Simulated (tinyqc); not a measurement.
## Line constants from open and short measurements

Problem. A uniform line of length len, under a quarter wavelength, has Z_open = Zc coth(gamma len) and Z_short = Zc tanh(gamma len); gamma Zc = r + i w l and gamma/Zc = g + i w c, w = 2 pi f. Find r, l and c.

Values chosen for this exercise: length len = 0.4 mm; frequency f = 7.6 GHz.

Zin with the far end open = 5.37895-451.23404i ohm
Zin with the far end shorted = 9.4012141+5.4749744i ohm

Solution. The product of the two impedances is Zc^2 and their ratio tanh^2(gamma len); the principal branch holds below a quarter wavelength.

r = 23.31 ohm/mm
l = 0.2889 nH/mm
c = 115.5 pF/m

Computed by the program tinyqc: `OMP_NUM_THREADS=1 python tinyqc.py 2810144 2810145 out.jsonl`, one thread of a shared Intel Xeon 2.30GHz, about 0.01 s for the whole run.
